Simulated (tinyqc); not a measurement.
# Specific resistance of a metal-semiconductor contact and its transmission-line measurement, step by step

A worked calculation. Computed by tinyqc, a small Python program that keeps every step. Command: `OMP_NUM_THREADS=1 python tinyqc.py 3020218 3020219 out.jsonl contact walk`. One thread of a shared host (Intel(R) Xeon(R) Processor @ 2.30GHz), about 0.01 s of CPU time with the checks. Intermediate numbers are printed to about 7 digits and carried at full precision; extremes and crossings named in words are read from the listed rows.

The barrier is parabolic (depletion approximation), energies E are normal energies counted from the band edge in the neutral semiconductor (downwards for holes), and the bias is zero. xi is an input, held fixed when other inputs move.

Inputs (values chosen for the exercise, modelled on n-type In0.53Ga0.47As):
```
quantity                                           value          unit
tunnelling mass m                                  0.042           m_0
permittivity eps                                    13.9             -
Richardson constant A*                              5.05  A/(cm^2 K^2)
barrier height phi_B                                0.14            eV
doping N                                         6.9e+18        1/cm^3
Fermi level above the band edge in the bulk, xi     0.22            eV
temperature T                                        300             K
sheet resistance R_sh                                 35           ohm
contact length d                                     9.2    micrometre
contact width W                                      2.2    micrometre
```

Image-force lowering: left out.

Constants: hbar = 1.054571817e-34 J s; eps_0 = 8.8541878128e-12 F/m; m_0 = 9.1093837015e-31 kg; k_B = 8.617333262e-05 eV/K; e = 1.602176634e-19 C.

## Tunnelling energy and barrier

E_00 = (e hbar/2) sqrt(N/(eps eps_0 m)); band bending E_b = phi_B + xi; depletion width w = sqrt(2 eps eps_0 E_b/(e^2 N)).

E_00 = 63.82926 meV

E_00/k_B T = 2.469026

depletion width = 8.952994 nm

barrier used, above the bulk band edge = 0.36 eV

By the usual rule this is thermionic-field emission (0.5 to 5 k_B T).

## Transmission and supply

WKB transmission for E < E_b, with a = E/E_b: D = exp{-(E_b/E_00) [sqrt(1 - a) - a ln((1 + sqrt(1 - a))/sqrt(a))]}; D = 1 above. f = 1/(1 + exp((E - xi)/k_B T)).

E, D, f and D f at E/E_b = 0.05, 0.15, 0.3, 0.45, 0.6, 0.75, 0.9, 0.98:
```
E/E_b  E (eV)          D          f        D f
0.05   0.0180  0.0075746  0.9995960  0.0075715
0.15   0.0540  0.0213940  0.9983759  0.0213592
0.30   0.1080  0.0691433  0.9870337  0.0682467
0.45   0.1620  0.1718175  0.9040919  0.1553388
0.60   0.2160  0.3519409  0.5386047  0.1895570
0.75   0.2700  0.6086943  0.1262990  0.0768775
0.90   0.3240  0.8856897  0.0175862  0.0155759
0.98   0.3528  0.9893789  0.0058414  0.0057793
```

Among these points D f is largest at E/E_b = 0.6; for a non-degenerate tail the peak lies at E/E_b = 1/cosh^2(E_00/k_B T) = 0.028, but it cannot fall far below the Fermi level.

## Specific contact resistance

At zero bias 1/rho_c = (e A*/k_B^2) int D(E) f(E) dE, f = 1/(1 + exp((E - xi)/k_B T)); 200 Gauss-Legendre points from 0 to E_b, and k_B T ln(1 + exp((xi - E_b)/k_B T)) for the part above the barrier; the share of tunnelling is the part below.

specific contact resistance rho_c = 5.119436e-08 ohm cm^2

share of tunnelling = 99.60061 %

rho_c by thermionic emission alone = 1.281801e-05 ohm cm^2

Tunnelling lowers rho_c by a factor 250. The field-emission exponent (E_b - xi)/E_00 is 2.2, the thermionic one (E_b - xi)/k_B T is 5.4.

## Current crowding

Transmission-line model: transfer length L_T = sqrt(rho_c/R_sh); R_c = (R_sh L_T/W) coth(d/L_T). Limits: rho_c/(W d) for d << L_T, sqrt(rho_c R_sh)/W for d >> L_T.

transfer length L_T = 0.3824521 micrometre

d/L_T = 24.05530

contact resistance R_c = 6.084465 ohm

R_c W = 13.38582 ohm micrometre

short-contact limit = 0.2529366 ohm

long-contact limit = 6.084465 ohm

The contact is long: current crowds at the front edge, and more length does not help.

## A transmission-line measurement read back

Transmission-line model: transfer length L_T = sqrt(rho_c/R_sh); R_c = (R_sh L_T/W) coth(d/L_T). Two contacts a gap s apart give R = 2 R_c + R_sh s/W. A straight-line fit gives R_sh from the slope and R_c from the intercept; the simple reading takes L_x = R_c W/R_sh as the transfer length and rho_c = R_sh L_x^2.

Resistances:
```
gap s (micrometre)   R (ohm)
0.38                 18.2144
0.76                 24.2598
1.50                 36.0326
3.10                 61.4871
6.10                109.2144
```

L_x = 0.3824521 micrometre

rho_c by the simple reading = 5.119436e-08 ohm cm^2

simple reading over true value = 1.000000

The simple reading is right, since coth(d/L_T) is 1 for so long a contact.

Checks made by the program: closed WKB exponent against numerical integration over the parabolic barrier (relative difference below 1e-10).
